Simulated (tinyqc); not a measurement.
Charge control and current of a heterostructure field-effect transistor: one step, computed by the program tinyqc. Command: `OMP_NUM_THREADS=1 python tinyqc.py 3016671 3016672 out.jsonl hemt walk`. One thread of a shared host (Intel(R) Xeon(R) Processor @ 2.30GHz), about 0.01 s of CPU time with the checks.

Two subbands in a triangular well; E_F is counted from the conduction band edge of the channel at the interface.

Problem. Threshold and barrier capacitance. Threshold V_T = phi_B - dE_c - sigma d/(eps eps_0) (in volts); C_b = eps eps_0/d.

Inputs (values chosen for the exercise, modelled on AlGaN/GaN):
```
quantity                                  value    unit
permittivity eps (barrier and channel)     9.59       -
barrier thickness d                          21      nm
Schottky barrier phi_B                      1.3      eV
conduction band offset dE_c                0.48      eV
polarisation charge sigma/e             1.9e+13  1/cm^2
```

Charge source: polarisation. Velocity law: two-piece.

Constants: e = 1.602176634e-19 C; eps_0 = 8.8541878128e-12 F/m.

Give: threshold voltage V_T; barrier capacitance C_b.

Solution.

threshold voltage V_T = -6.709 V

barrier capacitance C_b = 0.4043 microfarad/cm^2

The device is normally on.
